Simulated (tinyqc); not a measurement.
Schottky diode by the thermionic emission-diffusion theory: one step of the calculation.

Metal on an n-type semiconductor with one parabolic valley; V > 0 is forward bias (metal positive). The band bends as a parabola over the depletion layer, by Vd = Vbi - V; no image force. Carriers drift and diffuse up to the interface and leave it with the velocity vR.

Question. Emission velocity. A* = 4 pi q me m0 kB^2/h^3 (times 1e-4 for A/(cm^2 K^2)); Nc = 2 (2 pi me m0 kB T/h^2)^1.5 (times 1e-6 for cm^-3); Vbi = phi - Vt ln(Nc/Nd); vR = A* T^2/(q Nc).

Inputs (values chosen for the exercise); band and dielectric values close to those of In0.53Ga0.47As:
- T = 200 K (temperature)
- me = 0.0408 m0 (electron mass)
- phi = 0.38 eV (barrier height seen from the metal)
- Nd = 1.3e15 cm^-3 (donor density)

Constants: q = 1.602176634e-19 C, kB = 1.380649e-23 J/K, h = 6.62607015e-34 J s, m0 = 9.1093837015e-31 kg, Vt = kB T/q. Results are converted to the units shown.

Find: A*; Nc; Vbi; vR.

Answer.

A* = 4.9031 A/(cm^2 K^2)
Nc = 1.1257e17 cm^-3
Vbi = 0.30311 V
vR = 1.0874e7 cm/s

vR equals sqrt(kB T/(2 pi me m0)).

Numbers from tinyqc (`OMP_NUM_THREADS=1 python tinyqc.py 2640124 2640125 out.jsonl`; about 0.01 s on one thread of a shared Intel Xeon 2.30GHz).
